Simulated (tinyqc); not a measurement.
Leakage currents through a thin dielectric. Inputs raised by 2 %, one at a time. Computed by tinyqc, a small Python program. Command: `OMP_NUM_THREADS=1 python tinyqc.py 3019004 3019005 out.jsonl leak sens`. One thread of a shared host (Intel(R) Xeon(R) Processor @ 2.30GHz), about 0.1 s of CPU time with the checks.

Electrons leave an electrode with Fermi energy E_F above its band bottom; barriers are counted from the Fermi level, and both electrodes are alike.

Inputs (values chosen for the exercise, modelled on Si3N4):
```
quantity                         value  unit
barrier height phi_B              2.26    eV
tunnelling mass m                 0.41   m_0
static permittivity k             7.82     -
optical permittivity k_o           3.9     -
trap depth phi_t                   1.4    eV
Poole-Frenkel prefactor sigma_0  6e-07  S/cm
thickness t                        1.2    nm
electrode Fermi energy E_F         3.6    eV
electrode mass m_e                 0.5   m_0
voltage V                         0.29     V
temperature T                      473     K
```

Stack: single layer.

Constants: m_0 = 9.1093837015e-31 kg; e = 1.602176634e-19 C; hbar = 1.054571817e-34 J s; k_B = 8.617333262e-05 eV/K; k_B = 1.380649e-23 J/K; eps_0 = 8.8541878128e-12 F/m; h = 6.62607015e-34 J s.

Method:
- Field F = V/t; equivalent oxide thickness 3.9 t/k.
- WKB: a layer of mass m, field F and barrier b(x) = b_0 - e F x gives the exponent (4 sqrt(2 m)/(3 hbar e F)) [b_0^(3/2) - max(b_0 - e F t, 0)^(3/2)] for b_0 > 0; b_0 = barrier - (E - E_F); the transmission is D(E) = exp(-sum of exponents), without image force.
- Tsu-Esaki: J = (e m_e k_B T/(2 pi^2 hbar^3)) int D(E) ln[(1 + exp((E_F - E)/k_B T))/(1 + exp((E_F - eV - E)/k_B T))] dE over the normal energy E (its change with the mass at an interface is neglected) from max(0, E_F - 3 eV) to E_F + largest barrier, by 100 Gauss-Legendre points in each part, split at E_F - 0.3 eV (if inside the range) and E_F + 8 k_B T.
- The mean energy weights E - E_F by the integrand.
- Schottky emission J = A T^2 exp(-(phi_B - sqrt(e^3 F/(4 pi k_o eps_0)))/k_B T), A = 4 pi e m k_B^2/h^3 with the tunnelling mass; Poole-Frenkel J = sigma_0 F exp(-(phi_t - sqrt(e^3 F/(pi k_o eps_0)))/k_B T); both use the field F of the dielectric.

Runs; columns: (1) input moved; (2) from; (3) to; (4) tunnel current density (A/cm^2); (5) Poole-Frenkel current density (A/cm^2); (6) transmission D(E_F); (7) Schottky current density (A/cm^2):
```
(1)                         (2)     (3)   (4)        (5)        (6)        (7)
base run                      -       -  7308  4.074e-09  1.068e-05  1.396e-14
barrier height phi_B (eV)  2.26  2.3052  6549  4.074e-09  9.452e-06  4.606e-15
static permittivity k      7.82  7.9764  7308  4.074e-09  1.068e-05  1.396e-14
optical permittivity k_o    3.9   3.978  7308  3.526e-09  1.068e-05  1.299e-14
trap depth phi_t (eV)       1.4   1.428  7308  2.049e-09  1.068e-05  1.396e-14
thickness t (nm)            1.2   1.224  5658  3.457e-09  8.491e-06  1.299e-14
voltage V (V)              0.29  0.2958  7461  4.807e-09  1.076e-05  1.502e-14
temperature T (K)           473  482.46  7313  5.993e-09  1.068e-05  3.732e-14
```

Exponents ln(y'/y) / ln(x'/x):
```
input                     tunnel current density  Poole-Frenkel current density  transmission D(E_F)  Schottky current density
barrier height phi_B                      -5.533                          0.000               -6.149                   -55.999
static permittivity k                      0.000                          0.000                0.000                     0.000
optical permittivity k_o                   0.000                         -7.292                0.000                    -3.646
trap depth phi_t                           0.000                        -34.690                0.000                     0.000
thickness t                              -12.924                         -8.292              -11.562                    -3.646
voltage V                                  1.048                          8.365                0.401                     3.682
temperature T                              0.036                         19.497                0.000                    49.645
```

Which inputs matter most for each result?

Among the inputs moved here: tunnel current density answers most in size to thickness t (exponent -12.924), next to barrier height phi_B (-5.533); its exponent is below 0.0005 for static permittivity k, optical permittivity k_o, trap depth phi_t. Its exponent +1.048 in voltage V: ohmic direct tunnelling at low bias. Poole-Frenkel current density answers most in size to trap depth phi_t (exponent -34.690), next to temperature T (+19.497); its exponent is below 0.0005 for barrier height phi_B, static permittivity k. Transmission D(E_F) answers most in size to thickness t (exponent -11.562), next to barrier height phi_B (-6.149); its exponent is below 0.0005 for static permittivity k, optical permittivity k_o, trap depth phi_t, temperature T. Schottky current density answers most in size to barrier height phi_B (exponent -55.999), next to temperature T (+49.645); its exponent is below 0.0005 for static permittivity k, trap depth phi_t.
